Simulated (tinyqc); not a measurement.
# Correction of a charged-defect supercell by a model charge and potential alignment (plane-averaged potentials), step by step

A worked calculation. Computed by tinyqc, a small Python program that keeps every step. Command: `OMP_NUM_THREADS=1 python tinyqc.py 3114136 3114137 out.jsonl align walk`. One thread of a shared host (Intel(R) Xeon(R) Processor @ 2.30GHz), about 0.01 s of CPU time with the checks. Intermediate numbers are printed to about 7 digits and carried at full precision; extremes and crossings named in words are read from the listed rows.

The "true" defect charge is (1 - x) q in a Gaussian of width sigma plus x q in one of width sigma_t, so the exact answer is known; the correction sees only a single model Gaussian of width sigma_m. A Gaussian of width s has the transform rho(G) = exp(-G^2 s^2/2), normalised to 1. A uniform background cancels q, so G = 0 is left out. Potentials are those felt by a unit positive charge. E_0 is the formation energy of the isolated defect, E_cell its value in the supercell, E_lat = E_iso - E_per of the model charge, C the true less the model potential far from the defect; the exact correction is E_0 - E_cell, and the error of a scheme is E_cell plus its correction less E_0.

Inputs (values chosen for the exercise, with screening close to that of SiO2): defect charge q = -3 e; dielectric constant eps = 3.78; edge of the cubic cell L = 17 angstrom; width sigma of the true defect charge = 1.3 angstrom; width sigma_m of the model charge = 1.1 angstrom; share x of the charge in a wide tail = 0; width sigma_t of the tail = 2.6 angstrom; formation energy of the isolated defect E_0 = 5.66 eV.

Constants: e^2/(4 pi eps_0) = 14.39964548 eV angstrom.

## The supercell energy and its true error

Periodic energy E_per = (2 pi q^2/(eps L^3)) (e^2/(4 pi eps_0)) sum_(G != 0) rho(G)^2/G^2, G = (2 pi/L)(n1, n2, n3), |n_i| <= 16. Isolated energy: two Gaussians of charges q_a, q_b and widths a, b interact by q_a q_b (e^2/(4 pi eps_0 eps)) sqrt(2/pi)/sqrt(a^2 + b^2), and the self-energy is half the sum over pairs. Supercell value E_cell = E_0 + E_per - E_iso for the true charge.

E_iso, true charge = 7.439679 eV

E_per, true charge = 4.652710 eV

E_cell = 2.873031 eV

exact correction = 2.786969 eV

## Lattice energy of the model charge

E_lat = E_iso - E_per for the model charge; point-charge value alpha q^2 e^2/(4 pi eps_0 eps 2 L) with alpha = 2.837297.

E_iso, model = 8.792348 eV

E_per, model = 5.984333 eV

E_lat = 2.808016 eV

point-charge value = 2.861069 eV

## Plane-averaged potentials

Plane-averaged potential at distance z from the defect: V(z) = (4 pi q/(eps L^3)) (e^2/(4 pi eps_0 e)) sum_(m != 0) rho(G_m) cos(G_m z)/G_m^2, G_m = 2 pi m/L, |m| <= 40.

Potentials (V):
```
z/L   z (angstrom)        true       model   difference
0.00          0.00  -0.4709621  -0.5035958   0.03263365
0.05          0.85  -0.4283143  -0.4521058   0.02379158
0.10          1.70  -0.3195979  -0.3270848   0.00748686
0.15          2.55  -0.1840590  -0.1812229  -0.00283612
0.20          3.40  -0.0519591  -0.0456931  -0.00626604
0.25          4.25   0.0633898   0.0703199  -0.00693017
0.30          5.10   0.1583413   0.1653505  -0.00700917
0.35          5.95   0.2322531   0.2392683  -0.00701515
0.40          6.80   0.2850514   0.2920669  -0.00701544
0.45          7.65   0.3167306   0.3237460  -0.00701545
0.50          8.50   0.3272903   0.3343057  -0.00701545
```

The difference moves by 0.00 mV between z/L = 0.4 and 0.5: a plateau.

## Alignment and corrected energy

C = difference at z = L/2; E_corr = E_cell + E_lat - q C. For charges that have died out at L/2, C = (2 pi q/(eps L^3)) (e^2/(4 pi eps_0 e)) (<s^2> - sigma_m^2), <s^2> = (1 - x) sigma^2 + x sigma_t^2.

alignment C = -0.007015451 V

C, closed form = -0.007015451 V

E_corr = 5.660000 eV

error with alignment (rounded to 1e-4 meV) = 0 meV

error without alignment = 21.04635 meV

error with the point-charge term alone = 74.10022 meV

error without correction = -2786.969 meV

Errors are measured against E_0. Alignment cuts the error of the model charge from 21 to below 0.001 meV.

## Errors against cell size

Schemes: none; point-charge term alpha q^2 e^2/(4 pi eps_0 eps 2 L), alpha = 2.837297; E_lat of the model; E_lat - q C with C at z = L/2.

Error against E_0 (meV):
```
L (angstrom)       none  point charge  model charge  model and alignment
11.9          -3871.206      216.0363      61.35963          0.003720519
14.4          -3255.730      121.9213      34.62870          0.000014020
17.0          -2786.969       74.1002      21.04635          0.000000018
20.4          -2341.343       42.8819      12.17960          0.000000000
```

Between the last two rows the uncorrected error scales as L^-0.96 and the point-charge remainder as L^-3.00. With alignment the error is 0.0 meV in the smallest cell and 0.00 meV in the largest.

Checks made by the program: E_lat against the point-charge value less 2 pi q^2 sigma_m^2 e^2/(4 pi eps_0 eps L^3) (relative difference 2e-07).
